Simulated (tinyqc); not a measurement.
Worked calculation: band gaps under pressure and temperature from deformation potentials. Values are carried at full precision from step to step, so a last printed digit may differ when a step is redone from the rounded ones.

Murnaghan: V/V0 = (1 + Bp P/B0)^(-1/Bp), B0 = (C11 + 2 C12)/3. Each gap moves by a ln(V/V0) with its volume potential a, and falls with temperature by aV T^2/(T + bV) (Varshni); the two effects are added. No change of phase is considered.

Inputs chosen for the exercise (near those of AlAs, the X and L potentials typical of such crystals; not measured data):
```
symbol  value                  unit    meaning
C11     122.5                  GPa
C12     53.6                   GPa
Bp      4.72                           pressure derivative of the bulk modulus
P       5                      GPa     pressure
Eg      3.133                  eV      gap at Gamma to the s-like level at 0 K, 0 GPa
EgX     2.203                  eV      gap to X at 0 K, 0 GPa
EgL     2.506                  eV      gap to L at 0 K, 0 GPa
aG      -8.09                  eV      volume potential of the Gamma gap
aX      1.08                   eV      volume potential of the X gap
aL      -2.7                   eV      volume potential of the L gap
aV      (0.846, 0.711, 0.578)  meV/K   Varshni alpha of Gamma, X, L
bV      (562, 519, 202)        K       Varshni beta of Gamma, X, L
T       200                    K       temperature
aT      5.2                    1e-6/K  linear thermal expansion near 300 K
```

## Volume under pressure

Give B0, V/V0, ln(V/V0), the change of the lattice constant and the linear estimate -P/B0.

B0 = 76.57 GPa
V/V0 = 0.94467
ln(V/V0) = -0.05692
change of a = -1.880 %
-P/B0 = -0.06530

The stiffening under pressure makes the compression 12.8 % smaller than the linear estimate.

## Gaps at P and T

Give both shifts and the gaps.

pressure shifts (eV): Gamma 0.4605, X -0.0615, L 0.1537

temperature shifts (eV): Gamma -0.0444, X -0.0396, L -0.0575

gaps (eV): Gamma 3.5491, X 2.1020, L 2.6022

The lowest valley is X (indirect gap), 500 meV below L; at 0 K and 0 GPa it is X.

## Pressure coefficients

Expand in P: E = E0 + c1 P + c2 P^2 with c1 = -a/B0 and c2 = a Bp/(2 B0^2).

c1 (meV/GPa): Gamma 105.66, X -14.11, L 35.26

c2 (meV/GPa^2): Gamma -3.257, X 0.435, L -1.087

Gamma and L rise under pressure and X falls, as the signs of the volume potentials say.

## Pressures at which the valleys cross

Two gaps meet at ln(V/V0) = -(E_i - E_j)/(a_i - a_j), with the gaps at T and P = 0; then P = (B0/Bp)(exp(-Bp ln(V/V0)) - 1). A dash marks expansion or a compression beyond ln(V/V0) = -0.3.

Crossings:
```
pair     E_i - E_j (eV)  ln(V/V0)  P (GPa)
Gamma-X          0.9251    0.1009        -
Gamma-L          0.6401    0.1188        -
L-X              0.2850    0.0754        -
```

The lowest valley stays X down to ln(V/V0) = -0.3, far beyond the phase change of the real crystal near 12 GPa.

## How much of dE/dT is thermal expansion

At 300 K: dE/dT = -aV T (T + 2 bV)/(T + bV)^2; expansion alone gives 3 aT a; the rest is electron-phonon coupling.

dE/dT (meV/K): Gamma -0.4864, X -0.4255, L -0.4844

from expansion (meV/K): Gamma -0.1262, X 0.0168, L -0.0421

remainder (meV/K): Gamma -0.3602, X -0.4423, L -0.4423

Expansion supplies 26 % of the slope at Gamma and 9 % at L; at X it works against the fall.

## Checks

- Slope of the Gamma gap at P = 0 by finite differences against c1 (meV/GPa): both 105.66.

Program tinyqc; command `OMP_NUM_THREADS=1 python tinyqc.py 1050414 1050415 out.jsonl`; about 0.01 s on one thread of a shared Intel(R) Xeon(R) Processor @ 2.30GHz.
